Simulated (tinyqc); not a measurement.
What a faster ramp buys: rapid thermal processing of a wafer: radiative balance, ramp and cooling, pattern effects, pyrometer error and spike budget. Computed by tinyqc, a small Python program. Command: `OMP_NUM_THREADS=1 python tinyqc.py 3112997 3112998 out.jsonl rtp walk`. One thread of a shared host (Intel(R) Xeon(R) Processor @ 2.30GHz), about 0.04 s of CPU time with the checks.

The wafer is opaque and uniform through its thickness unless said otherwise; temperatures in formulas are in kelvin (C + 273.15). sigma = 5.670374419e-12 W/(cm^2 K^4).

Inputs (values chosen for the exercise, modelled on a hot silicon wafer):

| quantity | value | unit |
|---|---|---|
| wafer thickness d | 725 | micrometre |
| heat capacity per volume C | 2.24 | J/(cm^3 K) |
| thermal conductivity k | 0.21 | W/(cm K) |
| emissivity eps of each face | 0.6 | - |
| reflectivity of the chamber walls r | 0.21 | - |
| gas heat-transfer coefficient h, both faces together | 6.9 | mW/(cm^2 K) |
| wall temperature T_w | 500 | K |
| process temperature | 731 | C |
| starting temperature | 550 | C |
| ramp rate | 43 | K/s |
| activation energy of the process E_a | 3.66 | eV |

Constants: k_B = 8.617333262e-05 eV/K.

Method:
- Effective emissivity between parallel grey plates: eps_eff = 1/(1/eps + 1/(1 - r) - 1). Loss per area q(T) = 2 eps_eff sigma (T^4 - T_w^4) + h (T - T_w).
- Absorbed power during a ramp = q(T) + C d x ramp rate; thermal time constant tau = C d/(dq/dT), dq/dT = 8 eps_eff sigma T^3 + h; natural cooling rate q/(C d); front-to-back difference under one-sided heating at the end of the ramp = (absorbed power) d/(2 k).
- Cooling with the lamps off: C d dT/dt = -q(T), integrated adaptively (relative tolerance 1e-10).
- Spike anneal: linear ramp to the peak, then lamps off. Equivalent time at the peak = int exp(-(E_a/k_B)(1/T - 1/T_peak)) dt; estimate (k_B T^2/E_a)(1/ramp rate + 1/cooling rate). The ramp part uses 4000 trapezoid steps, the cooling part 4000 steps over 4 tau.

time constant tau = 5.29554 s

holding power q = 9.07835 W/cm^2

natural cooling rate = 55.9011 K/s

Against the ramp rate:

| ramp (K/s) | ramp part (s) | cooling part (s) | total (s) | power at the peak (W/cm^2) |
|---|---|---|---|---|
| 10 | 2.2689 | 0.43889 | 2.7078 | 10.70 |
| 25 | 0.9076 | 0.43889 | 1.3465 | 13.14 |
| 50 | 0.4538 | 0.43889 | 0.8927 | 17.20 |
| 100 | 0.2269 | 0.43889 | 0.6658 | 25.32 |
| 250 | 0.0908 | 0.43889 | 0.5296 | 49.68 |
| 500 | 0.0454 | 0.43889 | 0.4843 | 90.28 |
| 1000 | 0.0227 | 0.43889 | 0.4616 | 171.48 |

What does the comparison show, and why?

From 10 to 100 K/s the total falls by a factor 4.1, from 100 to 1000 K/s by 1.44: the cooling part, 0.439 s, is a floor, and the natural cooling rate here is 55.9 K/s.

Extremes, crossings and ranges named in words are read from the listed rows.
